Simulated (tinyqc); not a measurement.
# Diffusion length from constant photovoltage

Question. In a thick sample with a thin depletion layer the excess density at its edge goes as flux/(1/alpha + L), so the flux needed for a fixed surface photovoltage is proportional to 1/alpha + L. Find L.

photon flux for the same photovoltage at absorption coefficients 110 and 640 1/cm (relative units): [101.90909, 26.625000]

Answer. The line of flux against 1/alpha meets zero at -L.

slope against 1/alpha = 1.00 1/um
L = 11.0 um

tinyqc, about 0.01 s, one thread, Intel Xeon 2.30GHz (shared host): `OMP_NUM_THREADS=1 python tinyqc.py 2430059 2430060 out.jsonl`
